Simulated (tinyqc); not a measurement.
Permeation of metal atoms or ions through a thin barrier or dielectric: time lag, field-aided drift and lifetime: one step, computed by the program tinyqc.

The film 0 < x < d is empty at first; C = C0 at x = 0 and C = 0 at x = d. dC/dt = D d2C/dx2.

Task: Time to the critical dose. Steady flux J = (D C0/d) P/(1 - exp(-P)); time lag in units of d^2/D: s_L = [P (1 + exp(-P))/(1 - exp(-P)) - 2]/P^2 (P = 0: J = D C0/d, s_L = 1/6). Dose through the film Q(s) = C0 d {f (s - s_L) - 2 exp(P/2) sum_(n=1..200) (-1)^n n^2 pi^2 exp(-l_n s)/l_n^2}, l_n = n^2 pi^2 + P^2/4, f = P/(1 - exp(-P)) the relative flux. Temperatures in kelvin are T(C) + 273.15. Solve Q = Q_c for s. At the use temperature D and P take T_u, with the same C0 and V; 1 year = 3.15576e7 s.

Inputs (values chosen for the exercise, for a model case: neutral metal atoms through a barrier):
```
quantity,value,unit
thickness d,3.7,nm
prefactor D0,0.095,cm^2/s
activation energy E,1.38,eV
concentration at the source side C0,4.4e+18,1/cm^3
charge number z,0,-
voltage V (positive drives ions across),0,V
critical dose Q_c,4e+11,1/cm^2
test temperature T,175,C
use temperature T_u,100,C
```

Peclet number P = 0

time scale d^2/D = 4762.121 s

Constants: k_B = 8.617333262e-05 eV/K.

Give: s at the critical dose; failure time at T; failure time at T_u.

Result:

s at the critical dose = 0.40878

failure time at T = 1946.7 s

failure time at T_u = 0.081171 years

Caution: grain boundaries, pinholes, trapping and space charge are left out; thin real barriers usually fail at defects.
